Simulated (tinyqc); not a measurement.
Plain band against climbing image: nudged elastic band on a two-dimensional model surface. Computed by tinyqc, a small Python program. Command: `OMP_NUM_THREADS=1 python tinyqc.py 3031131 3031132 out.jsonl neb walk`. One thread of a shared host (Intel(R) Xeon(R) Processor @ 2.30GHz), about 0.2 s of CPU time with the checks.

V(x, y) = -A (cos kx + cos ky) - B cos kx cos ky + (C sin ky + S sin kx)(1 - cos kx), k = 2 pi/a; the atom hops from the minimum at (0, 0) to that at (a, 0).

Inputs (values chosen for the exercise, for a model surface):
```
quantity,value,unit
amplitude A,0.38,eV
amplitude B,0.13,eV
skew C,0.083,eV
asymmetry S,0.054,eV
period a,3,angstrom
spring constant k_s,0.5,eV/angstrom^2
step factor eta,0.21,angstrom^2/eV
```

Surface: adatom on a square lattice. Climbing image: on.

Method:
- Newton steps x(new) = x - H^-1 grad V (moves limited to 0.3 angstrom) from (0, 0), (a, 0) and (a/2, 0) give the two minima and the saddle.
- Tangent at image i: towards the higher neighbour if the energies rise or fall through i; at a maximum or minimum, tau = t+ dmax + t- dmin if V(i+1) > V(i-1), else t+ dmin + t- dmax, with t+ = R(i+1) - R(i), t- = R(i) - R(i-1) and dmax, dmin the larger and smaller of |V(i+1) - V(i)| and |V(i-1) - V(i)|; then normalise. Force F = -grad V + (grad V.tau) tau + k_s (|t+| - |t-|) tau.
- With a climbing image, the highest image feels instead F = -grad V + 2 (grad V.tau) tau and no spring.
- Update R(new) = R + eta F; the end points stay fixed.
- Images are counted without the end points, and convergence is judged on the largest force on an image. Each run starts on the straight line with the same k_s and eta, for at most 1500 iterations; errors are against the Newton saddle; a dash marks a run that did not reach 1e-4 eV/angstrom.

positions (angstrom):
```
,x,y
start,0.00000,0.00000
end,3.00000,0.00000
saddle,1.39046,-0.27402
```

energies (eV): start -0.890000, end -0.890000, saddle 0.092532

barrier from the start = 0.982532 eV

Error of the highest image (meV) and iterations:
```
images,"plain, error","plain, iterations","climbing, error","climbing, iterations"
2,-176.509,23,0,35
3,-12.534,28,0,33
4,-43.362,28,0,59
5,-12.490,38,0,56
6,-13.343,46,0,84
8,-4.110,64,0,100
10,-0.995,84,0,98
```

What follows from these numbers?

The plain band underestimates the barrier by 0.99 to 176.51 meV, depending on how near an image falls to the saddle (worst for 2 images, best for 10). The climbing image is within about 0.001 meV in every converged run, so few images suffice for the barrier.

Extremes, crossings and ranges named in words are read from the listed rows.
